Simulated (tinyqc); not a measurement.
CMOS inverter, nodal equation and switching: two steps of the calculation.

An n-channel pull-down (bn, VTn) and a p-channel pull-up (bp, VTp) share the input Vin and the output node Vout, which carries the load C. Transistor (EKV form, voltages against the body): I = 2 n b Vt^2 [F(vp - Vs) - F(vp - Vd)] from drain to source, F(v) = ln^2(1 + exp(v/(2 Vt))), vp = (Vg - VT + sg |Vd - Vs|)/n. n-channel bodies are at 0; for the p-channel device all voltages are counted down from Vdd. b in uA/V^2 gives I in uA. Static: In = Ip. Transient: C dVout/dt = Ip - In. No velocity saturation, no gate capacitance beyond C.

Inputs (values chosen for the exercise): temperature T = 300 K; supply voltage Vdd = 0.6 V; slope factor n = 1.3; drain-induced barrier lowering sg = 0.119; n-channel threshold VTn = 0.37 V; p-channel threshold (magnitude) VTp = 0.43 V; gain factor of the pull-down transistor bn = 670 uA/V^2; gain factor of the pull-up transistor bp = 340 uA/V^2; load capacitance C = 1.5 fF; input voltage Vin = 0.35 V; time step dt = 5 ps.

Constants: q = 1.602176634e-19 C, kB = 1.380649e-23 J/K, Vt = kB T/q. Results are converted to the units shown.

Task 1. Transfer curve. For each Vin solve In = Ip; gain = dVout/dVin.

| point | Vin (V) |
|---|---|
| 0 | 0 |
| 1 | 0.06 |
| 2 | 0.12 |
| 3 | 0.18 |
| 4 | 0.24 |
| 5 | 0.3 |
| 6 | 0.36 |
| 7 | 0.42 |
| 8 | 0.48 |
| 9 | 0.54 |
| 10 | 0.6 |

Wanted: Vout; supply current; gain.

Result 1.

| point | Vout (V) | supply current (uA) | gain |
|---|---|---|---|
| 0 | 0.60000 | 1.5933e-4 | -0.0001 |
| 1 | 0.59997 | 9.3402e-4 | -0.0010 |
| 2 | 0.59969 | 0.0053458 | -0.0130 |
| 3 | 0.59543 | 0.028666 | -0.2206 |
| 4 | 0.43937 | 0.087143 | -8.2503 |
| 5 | 0.02548 | 0.066812 | -1.5983 |
| 6 | 0.00115 | 0.014711 | -0.0540 |
| 7 | 0.00008 | 0.0027149 | -0.0033 |
| 8 | 0.00001 | 4.7401e-4 | -0.0003 |
| 9 | 0.00000 | 8.0852e-5 | 0.0000 |
| 10 | 0.00000 | 1.3657e-5 | 0.0000 |

The switching point Vin = Vout lies at 0.2613 V, with a gain of -8.40.

Task 2. One time step of the falling output. The input steps to Vdd at t = 0; I = In - Ip. Implicit Euler: V(new) = V - (dt/C) I(V(new)), solved for V(new); 1 ps uA/fF = 1 mV.

Vout after step 1 = 0.52602793 V

Give: I(V); I(V(new)); Vout after step 2.

Result 2.

I(V) = 22.19 uA
I(V(new)) = 20.97 uA
Vout after step 2 = 0.4561 V

Program tinyqc, `OMP_NUM_THREADS=1 python tinyqc.py 2340163 2340164 out.jsonl`; Intel Xeon 2.30GHz, shared host, one thread, about 0.06 s.
